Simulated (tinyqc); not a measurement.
Inside a calculation. Model: molecular dynamics of a small cluster by velocity Verlet steps. Computed by tinyqc, a small Python program that keeps every step. Command: `OMP_NUM_THREADS=1 python tinyqc.py 3004708 3004709 out.jsonl verlet walk`. One thread of a shared host (Intel(R) Xeon(R) Processor @ 2.30GHz), about 0.09 s of CPU time with the checks. Intermediate numbers are printed to about 5 digits and carried at full precision; extremes and crossings named in words are read from the listed rows.

E = sum_(i<j) phi(r_ij), phi(r) = eps [exp(-2 alpha (r - r0)) - 2 exp(-alpha (r - r0))]; the force on i is -sum_j phi'(r_ij) (R_i - R_j)/r_ij.

Inputs (values chosen for the exercise, for model atoms):
```
quantity,value,unit
length r0,2.37,angstrom
well depth eps,0.68,eV
stiffness alpha,1.79,1/angstrom
atomic mass M,25.7,u
time step dt,2.2,fs
steps,200,-
target temperature T0,300,K
coupling time tau,200,fs
```

Potential: Morse. Thermostat: Berendsen.

starting positions (angstrom):
```
,x,y,z
atom 1,-0.02,-0.03,-0.02
atom 2,2.4,0.01,-0.03
atom 3,1.25,2.06,-0.01
atom 4,1.2,0.73,1.9
```

starting velocities (angstrom/fs):
```
,x,y,z
atom 1,0.00542,-0.00457,-0.00265
atom 2,0.00321,0.00248,-0.00206
atom 3,-0.00634,0.00189,0.00062
atom 4,-0.00229,0.0002,0.00409
```

Constants: 1 eV/(angstrom u) = 9.648533212e-03 angstrom/fs^2; k_B = 8.617333262e-05 eV/K.

## State at the start

Velocity Verlet: a = c F/M with c = 9.648533212e-3 angstrom/fs^2 per eV/(angstrom u); R(new) = R + v dt + a dt^2/2; v(new) = v + (a + a(new)) dt/2. Kinetic energy K = M v^2/(2c); temperature T = 2K/((3N - 3) k_B), rotation of the cluster included. After each step v is scaled by sqrt(1 + (dt/tau)(T0/T - 1)).

forces (eV/angstrom):
```
,x,y,z
atom 1,0.38986,0.26958,0.09216
atom 2,-0.17768,-0.06306,0.04750
atom 3,-0.17892,-0.03533,-0.16855
atom 4,-0.03326,-0.17119,0.02889
```

potential energy = -4.0570 eV

kinetic energy = 0.19198 eV

temperature = 495.06 K

## Step 1

The formulas are those given above.

positions after step 1 (angstrom):
```
,x,y,z
atom 1,-0.0077,-0.0398,-0.0257
atom 2,2.4069,0.0154,-0.0345
atom 3,1.2359,2.0641,-0.0088
atom 4,1.1949,0.7303,1.9090
```

new forces (eV/angstrom):
```
,x,y,z
atom 1,0.37835,0.27602,0.11216
atom 2,-0.21212,-0.00789,0.09608
atom 3,-0.15428,-0.09722,-0.13284
atom 4,-0.01195,-0.17091,-0.07540
```

velocities after step 1 (angstrom/fs):
```
,x,y,z
atom 1,0.0057247,-0.0043352,-0.0025600
atom 2,0.0030423,0.0024453,-0.0019963
atom 3,-0.0064634,0.0018312,0.0004944
atom 4,-0.0023036,0.0000586,0.0040619
```

total energy = -3.8658 eV

## Step 2

The formulas are those given above.

positions after step 2 (angstrom):
```
,x,y,z
atom 1,0.0052,-0.0491,-0.0313
atom 2,2.4134,0.0208,-0.0388
atom 3,1.2215,2.0681,-0.0078
atom 4,1.1899,0.7303,1.9179
```

new forces (eV/angstrom):
```
,x,y,z
atom 1,0.35999,0.27938,0.12974
atom 2,-0.23887,0.04280,0.13949
atom 3,-0.12887,-0.15427,-0.09804
atom 4,0.00775,-0.16792,-0.17120
```

velocities after step 2 (angstrom/fs):
```
,x,y,z
atom 1,0.0060164,-0.0040968,-0.0024547
atom 2,0.0028499,0.0024544,-0.0018949
atom 3,-0.0065660,0.0017236,0.0003982
atom 4,-0.0023003,-0.0000812,0.0039514
```

total energy = -3.8667 eV

## Fastest vibration

Relax the cluster, diagonalise the Hessian (central differences): omega_max = sqrt(c lambda_max/M). Verlet steps are stable for omega_max dt < 2.

omega_max = 0.080894 1/fs

shortest period = 77.672 fs

omega_max dt = 0.17797

The step is 1/35.3 of the shortest period.

## The trajectory

Spread = largest minus smallest value. The test of the step is the spread (largest minus smallest) of the total energy over the run without thermostat, against the spread of K; the step passes below 5 %. The mean T is over the second half.

Course of the run (evenly spaced rows):
```
step,t (fs),U (eV),K (eV),U + K (eV),T (K)
0,0.0,-4.0570,0.19198,-3.8650,495.06
14,30.8,-4.0261,0.15226,-3.8738,392.65
28,61.6,-4.0679,0.18703,-3.8809,482.30
42,92.4,-4.0240,0.13558,-3.8884,349.62
56,123.2,-4.0458,0.15343,-3.8923,395.67
70,154.0,-4.0602,0.16155,-3.8986,416.61
84,184.8,-4.0406,0.13646,-3.9041,351.90
98,215.6,-4.0440,0.13890,-3.9051,358.18
112,246.4,-4.0517,0.13997,-3.9117,360.94
126,277.2,-4.0444,0.13163,-3.9128,339.46
140,308.0,-4.0464,0.13041,-3.9160,336.30
154,338.8,-4.0558,0.13766,-3.9181,354.99
168,369.6,-4.0268,0.10734,-3.9195,276.82
182,400.4,-4.0779,0.15522,-3.9227,400.29
196,431.2,-4.0229,0.09935,-3.9236,256.21
```

spread of the total energy = 2.3910e-04 eV

spread of the total over spread of K = 0.0033427

mean temperature = 340.04 K

The total energy keeps within 0.33 % of the swings of K, so the step passes. With the thermostat the mean T is 340 K, against the target 300 K; the scaling adds or removes energy, so U + K is not conserved in the table.

## Energy conservation against the time step

Velocity Verlet: a = c F/M with c = 9.648533212e-3 angstrom/fs^2 per eV/(angstrom u); R(new) = R + v dt + a dt^2/2; v(new) = v + (a + a(new)) dt/2. Kinetic energy K = M v^2/(2c); temperature T = 2K/((3N - 3) k_B), rotation of the cluster included. Runs without thermostat over the same span of time, steps x dt; spread = largest minus smallest value. For contrast, the energy gained over the first 30 dt (dt of the inputs) by explicit Euler steps: R(new) = R + v dt, v(new) = v + a dt.

Energy error (eV):
```
dt (fs),omega_max dt,"Verlet, spread of U + K","Euler, gain in U + K"
0.275,0.02225,3.7390e-06,0.00472
0.550,0.04449,1.4958e-05,0.00981
1.100,0.08898,5.9804e-05,0.02118
2.200,0.17797,2.3910e-04,0.04973
4.400,0.35593,9.6182e-04,0.13985
6.600,0.53390,2.1862e-03,0.29351
```

The Verlet error grows as dt^2.00 between the first rows, the second order of the method. Euler steps gain energy steadily: over that short span the gain in the first row is already 1300 times the Verlet spread of the whole run, and it grows as dt^1.05, tending to the first order of that method as dt shrinks.

Checks made by the program: time reversal over 50 steps (relative difference below 1e-10).
